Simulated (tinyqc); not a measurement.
RHF in the sto-3g basis, for H3+, spin multiplicity 1, step by step. One step of it, computed by the program tinyqc.

Task: Iteration 3: building the Fock matrix. J_ij = sum D_kl (ij|kl), K_ij = sum D_kl (ik|jl); F = H + J - 0.5 K; E = tr D H + tr D J / 2 - 0.25 tr D K + E_nn.

D after iteration 2, lower triangle:
```
          1H 1s     2H 1s     3H 1s
1H 1s  0.376701
2H 1s  0.378616  0.380540
3H 1s  0.377821  0.379742  0.378945
```

core Hamiltonian H = T + V (hartree), lower triangle:
```
           1H 1s      2H 1s      3H 1s
1H 1s  -1.326979
2H 1s  -0.680665  -1.326979
3H 1s  -0.680933  -0.680933  -1.327081
```

Two-electron integrals (ij|kl) in chemists' order, unique and non-zero (hartree):
```
(11|11) 0.774606   (21|11) 0.221716   (21|21) 0.087676   (22|11) 0.414038
(22|21) 0.221716   (22|22) 0.774606   (31|11) 0.221826   (31|21) 0.076805
(31|22) 0.167589   (31|31) 0.087753   (32|11) 0.167589   (32|21) 0.076805
(32|22) 0.221826   (32|31) 0.076833   (32|32) 0.087753   (33|11) 0.414122
(33|21) 0.167545   (33|22) 0.414122   (33|31) 0.221826   (33|32) 0.221826
(33|33) 0.774606
```

nuclear repulsion = 1.30790741 hartree

Give: Coulomb J; exchange K; Fock matrix F; total energy of this density.

Result:

Coulomb J (hartree), lower triangle:
```
       1H 1s  2H 1s  3H 1s
1H 1s  1.069
2H 1s  0.414  1.071
3H 1s  0.414  0.414  1.070
```

exchange K (hartree), lower triangle:
```
       1H 1s  2H 1s  3H 1s
1H 1s  0.752
2H 1s  0.572  0.755
3H 1s  0.572  0.573  0.754
```

Fock matrix F (hartree), lower triangle:
```
        1H 1s   2H 1s   3H 1s
1H 1s  -0.634
2H 1s  -0.553  -0.634
3H 1s  -0.553  -0.553  -0.634
```

total energy of this density = -1.20769 hartree
